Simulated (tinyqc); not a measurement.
Pair of shallow donors (hydrogen-like orbitals): one step. Two electrons and exchange. Two cases, with inputs chosen for the exercise.

Problem. Give C, X, Q, A and J.

Each donor has the orbital exp(-r/a); energy unit Ha* = q/(eps a), q = e^2/(4 pi eps0), so that a lone donor is bound by Ha*/2; x = R/a. One electron: S = (1 + x + x^2/3) exp(-x), j = 1/x - (1 + 1/x) exp(-2x), k = (1 + x) exp(-x); levels E(+/-) = -1/2 - (j +/- k)/(1 +/- S) in Ha*, without the repulsion of the ions, split by D = |E(-) - E(+)|. In six valleys the overlaps S and k are multiplied by v = [cos(K Rx) + cos(K Ry) + cos(K Rz)]/3, K = k0 (2 pi/a_lat), for isotropic envelopes and the symmetric valley state.

Two electrons, Heitler-London: with S' = (1 - x + x^2/3) exp(x), C = 1/x - exp(-2x)(1/x + 11/8 + 3x/4 + x^2/6), X = (1/5){exp(-2x)(25/8 - 23x/4 - 3x^2 - x^3/3) + (6/x)[S^2 (0.5772157 + ln x) + S'^2 Ei(-4x) - 2 S S' Ei(-2x)]}, Q = C - 2j + 1/x and A = X - 2 S k + S^2/x, the singlet and triplet lie at (Q +/- w A)/(1 +/- w S^2) from two lone donors, with the valley weight w = v^2; the exchange is J = triplet - singlet.

Give: C, X, Q, A; J.

Case 1.

Ha* = 65.90227 meV
x = 5.431000
v = 0.998100

Solution.

C, X, Q, A (Ha*): 0.1839  0.001949  -0.0001568  -0.001128

J = 148 micro-eV

A swap of the two spins takes pi hbar/J = 0.014 ns (hbar = 6.58212e-16 eV s). Against the one-electron splitting D = 1.99 meV, J/D = 0.074: exchange needs both electrons to tunnel and falls as exp(-2x), D as exp(-x).

Case 2.

Ha* = 77.58430 meV
x = 4.528661
v = 0.327852

Solution.

C, X, Q, A (Ha*): 0.2198  0.007402  -0.0006956  -0.004597

J = 76.5 micro-eV

A swap of the two spins takes pi hbar/J = 0.027 ns (hbar = 6.58212e-16 eV s). Against the one-electron splitting D = 1.54 meV, J/D = 0.05: exchange needs both electrons to tunnel and falls as exp(-2x), D as exp(-x).

Computed by tinyqc, one run a case: `OMP_NUM_THREADS=1 python tinyqc.py N N+1 out.jsonl` with N = 1281967, 1281970; one thread of a shared Intel(R) Xeon(R) Processor @ 2.30GHz, about 0.01 s a run at most.
